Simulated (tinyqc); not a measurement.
CMOS latch-up, two-transistor model: one step of the calculation.

A parasitic pnp (emitter at Vdd, base shunted by Rw) and npn (emitter at ground, base shunted by Rs) feed each other: the npn collector current flows out of the pnp base node, the pnp collector current into the npn base node. Forward-active transistors with constant gains: Icn = Isn exp(Vn/Vt), Icp = Isp (exp(Vp/Vt) - 1). A current Ii is injected into the npn base node.

Task. Holding current and voltage. On state with both base-emitter voltages at Von: npn base current Ib = (Von/Rs + bp Von/Rw)/(bn bp - 1), holding current Ih = (bn + 1) Ib + Von/Rs, holding voltage Vh = Vsat + Von + R2 (Ib + Von/Rs).

Parameters, values chosen for the exercise; values close to those of bulk CMOS:
```
symbol  value  unit                                            meaning
bn        6.2                                  current gain of the npn
bp          1                                  current gain of the pnp
Rs       1100   ohm              substrate resistance shunting the npn
Rw        230   ohm                   well resistance shunting the pnp
R2        190   ohm  resistance from the pnp collector to the npn base
Von      0.73     V               base-emitter voltage in the on state
Vsat     0.16     V                                 saturation voltage
Vdd       2.5     V                                     supply voltage
```

Wanted: bn bp; Ib; Ih; Vh.

Result.

bn bp = 6.2000
Ib = 0.73799 mA
Ih = 5.9772 mA
Vh = 1.1563 V

Vh is below Vdd = 2.5 V, so the supply can sustain a latched state.

Numbers from tinyqc (`OMP_NUM_THREADS=1 python tinyqc.py 2670021 2670022 out.jsonl`; about 0.04 s on one thread of a shared Intel Xeon 2.30GHz).
